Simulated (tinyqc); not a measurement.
Inside a calculation. Method: plane-wave Kohn-Sham cycle with exchange-only LDA in a layered model solid. One step of it, computed by the program tinyqc.

Problem. Iteration 2: potential. V_H(G) = 4 pi rho(G)/G^2 for G != 0 (uniform background); v_x = -(3 rho/pi)^(1/3); V = V_ext + V_H + v_x; Fourier components f(G_m) = (1/N) sum_j f(x_j) exp(-i G_m x_j).

A solid whose potential varies along x alone (atomic units):
```
parameter                      value
period a                   11.000000
cross-section of the cell  17.000000
electrons per cell                 4
grid points                       16
plane waves -n..n, n               3
k points                           4
V1 in V1 cos(2 pi x/a)     -0.620000
V2 in V2 cos(4 pi x/a)     -0.240000
```

density after iteration 1 (e/bohr^3): [0.02269451, 0.02423754, 0.02466143, 0.02150263, 0.01915085, 0.01927266, 0.02006837, 0.02054867, 0.02066719, 0.02054867, 0.02006837, 0.01927266, 0.01915085, 0.02150263, 0.02466143, 0.02423754]

Give: Potentials on the grid; V(G_m), m = 0, 1, 2, ....

Solution.

Potentials on the grid (hartree):
```
x          V_ext      V_H      v_x        V
0.0000   -0.8600   0.0889  -0.2788  -1.0499
0.6875   -0.7425   0.0841  -0.2850  -0.9434
1.3750   -0.4384   0.0630  -0.2866  -0.6621
2.0625   -0.0676   0.0245  -0.2738  -0.3169
2.7500    0.2400  -0.0152  -0.2635  -0.0386
3.4375    0.4070  -0.0429  -0.2640   0.1001
4.1250    0.4384  -0.0583  -0.2676   0.1125
4.8125    0.4031  -0.0657  -0.2697   0.0677
5.5000    0.3800  -0.0679  -0.2702   0.0419
6.1875    0.4031  -0.0657  -0.2697   0.0677
6.8750    0.4384  -0.0583  -0.2676   0.1125
7.5625    0.4070  -0.0429  -0.2640   0.1001
8.2500    0.2400  -0.0152  -0.2635  -0.0386
8.9375   -0.0676   0.0245  -0.2738  -0.3169
9.6250   -0.4384   0.0630  -0.2866  -0.6621
10.3125  -0.7425   0.0841  -0.2850  -0.9434
```

V(G_m), m = 0, 1, 2, ... (hartree): [-0.2731, -0.2734, -0.1164, 0.0000, 0.0009, 0.0004, 0.0001]
